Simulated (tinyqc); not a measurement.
Worked calculation: polar nitride quantum well with polarisation fields. Values are carried at full precision from step to step, so a last printed digit may differ when a step is redone from the rounded ones.

Growth along [0001]. e_par = (a_sub - a)/a, Ppz = 2 e_par (e31 - e33 C13/C33), P = Psp + Ppz in each layer; strain relaxation and the strain shift of the gaps are left out, although thick layers with more than about 1 % mismatch would relax.

Constants: hbar^2/2m0 = 3.80998211 eV angstrom^2; hc = 1239.841984 eV nm.

Parameters, chosen for this exercise (near those of a GaN well in AlN; not measured data): a_w = 3.189 angstrom (lattice constant a, well); a_b = 3.112 angstrom (lattice constant a, barrier); a_sub = 3.189 angstrom (in-plane lattice constant of the stack); Psp_w = -0.0353 C/m^2 (spontaneous polarisation); Psp_b = -0.0899 C/m^2 (spontaneous polarisation); e31_w = -0.349 C/m^2; e31_b = -0.555 C/m^2; e33_w = 0.698 C/m^2; e33_b = 1.51 C/m^2; C_w = 0.259 (C13/C33); C_b = 0.295 (C13/C33); Lw = 41 angstrom (well width); Lb = 65 angstrom (barrier width); eps_w = 10.2 (dielectric constant); eps_b = 10.1 (dielectric constant); Eg = 3.44 eV (gap of the well); Vc = 1.85 eV (conduction offset); Vv = 0.87 eV (valence offset); me = 0.2 m0 (electron, well); meb = 0.32 m0 (electron, barrier); mh = 1.29 m0 (hole, everywhere).

## Strain and polarisation

Give strain and polarisation of well and barrier; the bound sheet charge is |P_w - P_b|/e with e = 1.602176634e-19 C.

Layers:
```
layer      e_par  Ppz (C/m^2)  P (C/m^2)
well     0.00000      0.00000   -0.03530
barrier  0.02474     -0.04951   -0.13941
```

sheet charge = 6.498 x 1e13/cm^2

Of P_w - P_b = +0.1041 C/m^2 the piezoelectric part gives +0.0495 and the spontaneous part +0.0546.

## Built-in fields

In a periodic stack without free charge the potential drop over a period vanishes: F_w = (P_b - P_w) Lb/(eps0 (eps_w Lb + eps_b Lw)), F_b = -F_w Lw/Lb, eps0 = 8.8541878e-12 F/m; 1 MV/cm = 1e8 V/m = 0.01 V/angstrom.

Give both fields and the drop |F_w| Lw across the well.

F_w = -7.096 MV/cm
F_b = 4.476 MV/cm
drop = 2.909 eV

## Levels with and without the field

Envelope functions on cells of 0.25 angstrom over barrier, well, barrier (widths Lb, Lw, Lb), psi = 0 beyond, psi'/m continuous (mean mass between points), c = hbar^2/2m0. With u(z) the integral of e F (F_w in the well, F_b = -F_w Lw/Lb in the barriers, 1 MV/cm = 0.01 V/angstrom), zero at the centre of the well, the electron sees u plus Vc in the barriers and the hole -u plus Vv. The transition is Eg + E_e + E_h; excitons are left out.

Ground states of electron and hole, their centres, the squared overlap, the transition and its wavelength hc/E.

Results:
```
case            E_e (eV)  E_h (eV)  <z>_e  <z>_h  overlap^2  E (eV)     nm
no field          0.0779    0.0146    0.0    0.0      0.993  3.5325  351.0
built-in field   -0.6630   -1.0180   14.4  -17.2   1.32e-05  1.7590  704.8
```

The field shifts the line by -1773 meV, below the gap of the well material, pulls the carriers 31.7 angstrom apart and, with the rate proportional to overlap^2, lengthens the radiative lifetime by a factor 7.53e+04.

## Estimate from two triangular wells

For a strong field: E = Eg - |e F_w| Lw + a0 (c (e F_w)^2)^(1/3) (me^(-1/3) + mh^(-1/3)), a0 = 2.338107, hard walls, c = hbar^2/2m0, 1 MV/cm = 0.01 V/angstrom.

electron term = 1.0703 eV
hole term = 0.5750 eV
E = 2.1760 eV

Both terms lie below the drop across the well, but the estimate also takes the near wall as infinitely high. Against the grid result 1.7590 eV the estimate errs by +417 meV: +279 from the electron and +138 from the hole, since hard walls stand in for offsets of 1.85 and 0.87 eV into which the carriers leak.

## Checks

- Electron level without field against the matching condition of the square well, eV: both 0.078.

Computed by tinyqc, a small Python program: `OMP_NUM_THREADS=1 python tinyqc.py 1250946 1250947 out.jsonl` (the numbers bound the seed that draws the inputs); one thread of a shared host (Intel(R) Xeon(R) Processor @ 2.30GHz), about 0.03 s for the whole set of steps.
